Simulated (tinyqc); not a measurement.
Hot carriers by balance equations with a heated Maxwellian: one step, computed by the program tinyqc. Command: `OMP_NUM_THREADS=1 python tinyqc.py 3028902 3028903 out.jsonl hot walk`. One thread of a shared host (Intel(R) Xeon(R) Processor @ 2.30GHz), about 0.02 s of CPU time with the checks.

The carriers follow a Maxwellian at an electron temperature T_e, slightly displaced; the drift energy is neglected against k_B T_e. The balance averages the rate, not the time, so mu_0 lies below the relaxation-time value.

Task: Drift velocity. Parabolic band: E = hbar^2 k^2/(2 m), speed v = hbar k/m, states per spin, volume and energy g(E) = m k/(2 pi^2 hbar^2). Masses are multiplied by m_0 and all formulas are in SI units. Phonon occupation N_q = 1/(exp(hbar w/(k_B T)) - 1). Acoustic deformation potential (elastic, equipartition, absorption and emission together): 1/tau = 2 pi k_B T D_A^2 g(E)/(hbar rho v_l^2). Optical or intervalley deformation potential: 1/tau = (pi Z_f D_o^2/(rho w)) [N_q g(E + hbar w) + (N_q + 1) g(E - hbar w)], with g = 0 below the band edge. Averages over the Maxwellian, <y> = int y x^(1/2) exp(-x) dx / int x^(1/2) exp(-x) dx with x = E/(k_B T_e), split at x_0 = hbar w/(k_B T_e): 64 Gauss-Legendre points in sqrt(x) below it and 128 in sqrt(x - x_0) above it, up to x = 32. Momentum balance: mu(T_e) = e/(m nu), nu = <x (sum of rates)>/<x>. Power lost per carrier: P(T_e) = hbar w <emission rate - absorption rate> + <(2 m v_l^2/(k_B T)) (E - 2 k_B T) acoustic rate>. v = mu(T_e) F; warm-carrier coefficient (mu/mu_0 - 1)/F^2.

Inputs (values chosen for the exercise, for a model non-polar semiconductor): effective mass m = 0.19 m_0; density rho = 3540 kg/m^3; sound velocity v_l = 10900 m/s; acoustic deformation potential D_A = 12 eV; phonon energy hbar w = 62.6 meV; optical or intervalley deformation potential D_o = 3.4 1e8 eV/cm; final valleys Z_f = 1; lattice temperature T = 400 K; electric field F = 2.8 kV/cm.

Band: parabolic. Solver: damped fixed point.

electron temperature T_e = 2371.391 K

low-field mobility mu_0 = 6041.033 cm^2/(V s)

Constants: k_B = 8.617333262e-05 eV/K; k_B = 1.380649e-23 J/K; e = 1.602176634e-19 C; hbar = 1.054571817e-34 J s; m_0 = 9.1093837015e-31 kg; hbar = 6.582119569e-16 eV s.

Give: mobility mu(T_e); drift velocity; mu/mu_0; (mu/mu_0 - 1)/F^2.

Result:

mobility mu(T_e) = 2376.7 cm^2/(V s)

drift velocity = 0.66547 1e7 cm/s

mu/mu_0 = 0.39342

(mu/mu_0 - 1)/F^2 = -0.077370 cm^2/kV^2

Caution: k_B T_e exceeds 0.12 eV, where non-parabolicity and a non-Maxwellian tail matter.
